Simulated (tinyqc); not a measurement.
X-ray reflectivity of a thin film on silicon: critical angles, Parratt recursion, fringes and roughness. From one set of inputs to another, one input at a time. Computed by tinyqc, a small Python program. Command: `OMP_NUM_THREADS=1 python tinyqc.py 3120964 3120965 out.jsonl xrr ladder`. One thread of a shared host (Intel(R) Xeon(R) Processor @ 2.30GHz), about 0.01 s of CPU time with the checks.

n = 1 - delta + i beta; the classical electron radius is r_e = 2.8179403e-6 nm. Layer 0 is vacuum, 1 the film, 2 the substrate.

The inputs printed are set A. Set A is modelled on ruthenium on silicon, copper K-alpha radiation; the values taken over come from a set modelled on copper on silicon, copper K-alpha radiation. Inputs not listed in the table keep their values of set A, so the rows need not describe a real material.

Inputs (values chosen for the exercise, modelled on ruthenium on silicon, copper K-alpha radiation): wavelength lambda = 0.15406 nm; film density rho = 13 g/cm^3; effective electrons per unit mass, film = 0.432 mol/g; beta/delta, film = 0.092; film thickness d = 73.5 nm; roughness of the surface sigma_1 = 0.62 nm; roughness of the interface sigma_2 = 0.15 nm; substrate density = 2.33 g/cm^3; effective electrons per unit mass, substrate = 0.507 mol/g; beta/delta, substrate = 0.023; grazing angle theta = 1.68 degrees.

Constants: N_A = 6.02214076e+23 1/mol.

Method:
- delta = r_e lambda^2 rho_e/(2 pi), rho_e = density x electrons per mass x N_A; critical angle sqrt(2 delta), q_c = 4 sqrt(pi r_e rho_e).
- k_j = (2 pi/lambda) sqrt(sin^2 theta - 2 delta_j + 2 i beta_j); r_ij = (k_i - k_j)/(k_i + k_j) x exp(-2 k_i k_j sigma^2) (Nevot-Croce); r = (r_01 + r_12 p)/(1 + r_01 r_12 p), p = exp(2 i k_1 d); R = |r|^2.
- Far above the critical angle the period is d theta = lambda/(2 d), or 2 pi/d in q; the envelope runs between (|r_01| - |r_12 p|)^2 and (|r_01| + |r_12 p|)^2; contrast = 2 a b/(a^2 + b^2) with a = |r_01|, b = |r_12 p|; roughness factors on the amplitudes are about exp(-q^2 sigma^2/2).

Each row keeps all changes above it:
```
input moved                               from     to  contrast  critical angle of the film (degrees)  period in theta (degrees)
set A                                        -      -   0.99831                               0.48617                   0.060048
film thickness d (nm)                     73.5   50.5   0.96214                               0.48617                   0.087396
film density rho (g/cm^3)                   13   8.86   0.95033                               0.40136                   0.087396
grazing angle theta (degrees)             1.68    1.5   0.99739                               0.40136                   0.087396
roughness of the interface sigma_2 (nm)   0.15   0.26   0.99967                               0.40136                   0.087396
roughness of the surface sigma_1 (nm)     0.62   0.16   0.74088                               0.40136                   0.087396
beta/delta, film                         0.092  0.023   0.86982                               0.40136                   0.087396
```

Which inputs carry the difference?

Contrast goes from 0.998 to 0.870, a factor 0.871 in all. The largest single move comes from roughness of the surface sigma_1 (a factor 0.741), and beta/delta, film works against it (a factor 1.17). Critical angle of the film goes from 0.486 to 0.401, a factor 0.826 in all. The largest single move comes from film density rho (a factor 0.826). Period in theta goes from 0.0600 to 0.0874, a factor 1.46 in all. The largest single move comes from film thickness d (a factor 1.46). The single moves hold for this order of the switches; the total does not depend on the order.

Extremes, crossings and ranges named in words are read from the listed rows.
